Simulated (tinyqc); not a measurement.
MOSFET in the linear regime without short-channel effects, parameter extraction from computed curves: one step of the calculation.

Inversion charge Q = Cox n Vt W0(exp((Vg - VT)/(n Vt))), W0 the Lambert function and n = nf; u = Q/Cox; mobility mu = mu0/(1 + th1 u + th2 u^2); channel resistance Rch = (L - dL)/(W mu Q); Id = Vd/(Rch + Rsd/W). Cox = eps0 eox/tox. Small Vd, no channel-length or drain effects.

Question. Threshold and mobility at the peak transconductance. gm_i = (Id_(i+1) - Id_(i-1))/(Vg_(i+1) - Vg_(i-1)); at the point j of largest gm the tangent meets the axis at V_ext = Vg_j - Id_j/gm_j; field-effect mobility gm_j L/(W Cox Vd) with the drawn L.

Inputs (values chosen for the exercise); channel values of the order met in silicon transistors: relative permittivity of the gate insulator (close to aluminium oxide) eox = 8.77; insulator thickness tox = 5.2 nm; low-field mobility mu0 = 190 cm^2/(V s); threshold voltage VT = 0.39 V; gate width W = 0.5 um; drawn gate length L = 0.07 um; drawn less effective length dL = 0.002 um; drain voltage Vd = 0.025 V.

Constants: eps0 = 8.8541878128e-14 F/cm where lengths are in cm. Results are converted to the units shown.

| point | Vg (V) | Id (uA) |
|---|---|---|
| 0 | 0.15 | 5.1239461e-12 |
| 1 | 0.27 | 1.5923939e-6 |
| 2 | 0.39 | 0.27775540 |
| 3 | 0.51 | 4.2866093 |
| 4 | 0.63 | 7.7879902 |
| 5 | 0.75 | 10.406652 |
| 6 | 0.87 | 12.409180 |
| 7 | 0.99 | 13.983043 |
| 8 | 1.11 | 15.250075 |
| 9 | 1.23 | 16.290952 |

Find: gm; j; V_ext; field-effect mobility.

Answer.

| point | gm (uS) |
|---|---|
| 1 | 1.157 |
| 2 | 17.86 |
| 3 | 31.29 |
| 4 | 25.50 |
| 5 | 19.25 |
| 6 | 14.90 |
| 7 | 11.84 |
| 8 | 9.616 |

j = 3
V_ext = 0.3730 V
field-effect mobility = 117.4 cm^2/(V s)

V_ext is 17 mV below the model VT, and the mobility so found is 40 % below mu0 L/(L - dL) = 196 cm^2/(V s), the value for the drawn L; attenuation, series resistance and the slow approach of Q to a straight line all lower the peak gm.

Numbers from tinyqc (`OMP_NUM_THREADS=1 python tinyqc.py 2210040 2210041 out.jsonl`; about 0.01 s on one thread of a shared Intel Xeon 2.30GHz).
